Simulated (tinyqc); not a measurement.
Capacitance measurement on a leaky thin oxide: effects of series resistance and leakage: two steps of the calculation.

The device is a capacitance C in parallel with a leakage conductance G, in series with Rs and Ls. An impedance meter reports either a parallel pair (Cp, Gp) from Y = 1/Z = Gp + i w Cp or a series pair (Cs, Rm) from Z = Rm + 1/(i w Cs); w = 2 pi f, dissipation D = Gp/(w |Cp|).

Parameters, values chosen for the exercise; values of the order met in thin-oxide MOS capacitors:

| symbol | value | unit | meaning |
|---|---|---|---|
| eox | 3.9 |  | relative permittivity of the gate insulator (close to silicon dioxide) |
| tox | 1 | nm | insulator thickness |
| A | 2500 | um^2 | gate area |
| zc | 0.34 | nm | oxide-equivalent thickness added by the accumulation layer |
| zp | 0.34 | nm | oxide-equivalent thickness added by gate depletion |
| Jg | 0.01 | A/cm^2 | gate leakage current density, not matched to the thickness |
| Vs | 0.44 | V | voltage for an e-fold rise of the leakage |
| Rs | 52 | ohm | series resistance |
| Ls | 190 | nH | series inductance |
| f | 50000 | Hz | measuring frequency |

Constants: eps0 = 8.8541878128e-14 F/cm where lengths are in cm. Results are converted to the units shown.

Question 1. True capacitance and conductance. EOT = 3.9 tox/eox; CET = EOT + zc + zp; C = 3.9 eps0 A/CET; G = Jg A/Vs.

Wanted: EOT; CET; C; G.

Answer 1.

EOT = 1.0000 nm
CET = 1.6800 nm
C = 51.386 pF
G = 0.56818 uS

Question 2. What the meter reports. Z = Rs + i w Ls + 1/(G + i w C).

C = 51.385911 pF
G = 0.56818182 uS

Find: Z; Cp; Gp; Cs; D.

Answer 2.

Z = (0.2230-6.1868i) x 1e4 ohm
Cp = 51.383 pF
Gp = 0.58172 uS
Cs = 51.450 pF
D = 0.036037

Cp is within 0.01 % of C and Cs is 0.12 % above it; G Rs = 2.95e-5, w C Rs = 8.39e-4 and G/(w C) = 0.0352.

Program tinyqc, `OMP_NUM_THREADS=1 python tinyqc.py 2022064 2022065 out.jsonl`; Intel Xeon 2.30GHz, shared host, one thread, about 0.01 s.
